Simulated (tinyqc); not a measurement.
## Barrier and mass from two Fowler-Nordheim currents

Problem. Fowler-Nordheim tunnelling through a dielectric follows J = A F^2 exp(-B/F), A = q^2 me/(16 pi^2 hbar m1 phi1) (A/V^2 with phi1 in volts), B = (4/3) sqrt(m1/C) phi1^1.5 (V/nm), C = hbar^2/(2 m0). Find B, A, phi1 and m1.

Values chosen for this exercise:
- me = 0.84 m0 (emitter mass in the supply function)

Constants: q = 1.602176634e-19 C, hbar = 1.054571817e-34 J s, m0 = 9.1093837015e-31 kg, hbar^2/(2 m0) = 0.0380998212 eV nm^2. Results are converted to the units shown.

J at F = 0.72 and 1.16 V/nm (A/cm^2): 1.3322795e-8  0.026629628

Solution. The slope of ln(J/F^2) against 1/F is -B and the intercept gives A. A fixes the product m1 phi1, and B = (4/3) phi1 sqrt(m1 phi1/C) then gives phi1.

B = 25.73 V/nm
A = 8.491e-7 A/V^2
phi1 = 3.050 eV
m1 = 0.5000 m0

Program tinyqc, `OMP_NUM_THREADS=1 python tinyqc.py 2540014 2540015 out.jsonl`; Intel Xeon 2.30GHz, shared host, one thread, about 0.02 s.
